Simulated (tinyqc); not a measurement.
# Conversion gain and read noise from the photon-transfer curve

Question. Temporal variance = CG x mean output + vn^2 (dark signal removed), CG = q As/Cf. Find CG, vn, the read noise in electrons and Cf.

Inputs (values chosen for the exercise): source-follower gain As = 0.85.

Constants: q = 1.602176634e-19 C. Results are converted to the units shown.

temporal variance at mean outputs of 77 and 460 mV (mV^2): [9.622950972, 57.04009672]

Solution. Poisson statistics make the slope equal to CG; the intercept is vn^2.

CG = 123.8 uV/electron
vn = 300.0 uV
read noise = 2.423 electrons
Cf = 1.100 fF

tinyqc, about 0.01 s, one thread, Intel Xeon 2.30GHz (shared host): `OMP_NUM_THREADS=1 python tinyqc.py 2630147 2630148 out.jsonl`
